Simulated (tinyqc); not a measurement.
Ewald sum of point charges, simple cubic in a neutralising background, strained along z by a factor 1.1, lattice, step by step. Computed by tinyqc, a small Python program that keeps every step. Command: `OMP_NUM_THREADS=1 python tinyqc.py 30946 30947 out.jsonl` (the two numbers bound the seeds that draw the settings). One thread of a shared host (Intel(R) Xeon(R) Processor @ 2.60GHz), about 0.02 s of CPU time with the checks.

## Ewald sum with eta = 0.331 1/bohr

cell vectors (rows) (bohr):
```
           1          2          3
1  11.970000   0.000000   0.000000
2   0.000000  11.970000   0.000000
3   0.000000   0.000000  13.167000
```

Charges:
```
q               f1        f2        f3
2.000000  0.000000  0.000000  0.000000
```

Real space: 1/2 sum q_i q_j erfc(eta r)/r over all images with r > 0; reciprocal space: (2 pi/V) sum_(G != 0) exp(-G^2/4 eta^2)/G^2 |S(G)|^2 with S(G) = sum q exp(i G.r); self term -eta/sqrt(pi) sum q^2; background -pi Q^2/(2 V eta^2), Q the total charge.

Real-space shells (first ones):
```
r (bohr)   pairs  sum (hartree)
11.970000      4       1.41e-08
13.167000      2       2.16e-10
16.928136      4              0
17.794684      8              0
```

Reciprocal shells (first ones that count):
```
G^2 (1/bohr^2)  vectors  sum (hartree)
0.227712              2       0.069590
0.275532              4       0.103135
0.503244              8       0.067169
0.551063              4       0.027500
0.778775              8       0.023147
0.910848              2       0.003660
1.102126              4       0.003910
1.186380              8       0.005994
1.329839              8       0.003855
1.377658              8       0.003336
1.461912              8       0.002594
1.605370             16       0.003406
```

## The total does not depend on eta

The same sums for other eta.

Totals (hartree per cell):
```
eta           real  reciprocal       self  background        total
0.331000  1.43e-08    0.319567  -0.746987   -0.030398  -0.45781827
0.424000         0    0.517573  -0.956866   -0.018526  -0.45781827
0.575000         0    0.849891  -1.297636   -0.010073  -0.45781827
```

shortest distance = 11.970000 bohr
